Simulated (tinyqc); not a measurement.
## Voltage drop against the pad pitch

A grid of 17 by 17 nodes with segments Rx (rows) and Ry (columns); every node draws I1 and the central node kh I1; pads with resistance Rp sit at the nodes whose row and column are multiples of the pitch, counting from 0. The drops u = Vdd - V follow from G u = i, with G the conductance matrix and i the load currents, solved directly.

Inputs (values chosen for the exercise):
```
symbol  value  unit                                   meaning
Vdd      0.65     V                            supply voltage
Rx       0.34   ohm        resistance of a horizontal segment
Ry       0.57   ohm          resistance of a vertical segment
Rp      0.065   ohm  resistance from a pad node to the supply
kh          3              factor on the load at the hot node
I1       0.11    mA  load current of a node in the large grid
```

Result of one run:
columns A: pitch (nodes); B: pads; C: worst drop (mV); D: mean drop (mV); E: largest drop at a pad (mV); F: largest pad current (mA); G: worst drop over Vdd (%)
```
A  B       C       D        E       F        G
8  9  1.4194  1.1900  0.38233  5.8820  0.21836
```

What becomes of these results when the pad pitch is changed from 8 to 16 nodes, all else the same?

Result of the changed run:
columns A: pitch (nodes); B: pads; C: worst drop (mV); D: mean drop (mV); E: largest drop at a pad (mV); F: largest pad current (mA); G: worst drop over Vdd (%)
```
A   B       C       D        E       F        G
16  4  5.6090  4.7232  0.52016  8.0025  0.86292
```

The whole series:
columns A: pitch (nodes); B: pads; C: worst drop (mV); D: mean drop (mV); E: largest drop at a pad (mV); F: largest pad current (mA); G: worst drop over Vdd (%)
```
A     B         C          D         E        F          G
1   289  0.016399  0.0071995  0.016399  0.25229  0.0025229
2    81  0.080964   0.054747  0.039000  0.60001   0.012456
4    25   0.36183    0.27242   0.12132   1.8665   0.055666
8     9    1.4194     1.1900   0.38233   5.8820    0.21836
16    4    5.6090     4.7232   0.52016   8.0025    0.86292
```

The worst drop goes from 0.0164 to 5.61 mV while the number of pads falls from 289 to 4; between the last two rows it goes as pitch^(1.98). The largest drop at a pad is 100 % of the worst drop in the first row and 9.27 % in the last; the rest falls along the wires.

Computed by the program tinyqc: `OMP_NUM_THREADS=1 python tinyqc.py 2770143 2770144 out.jsonl`, one thread of a shared Intel Xeon 2.30GHz, about 0.1 s for the whole run.
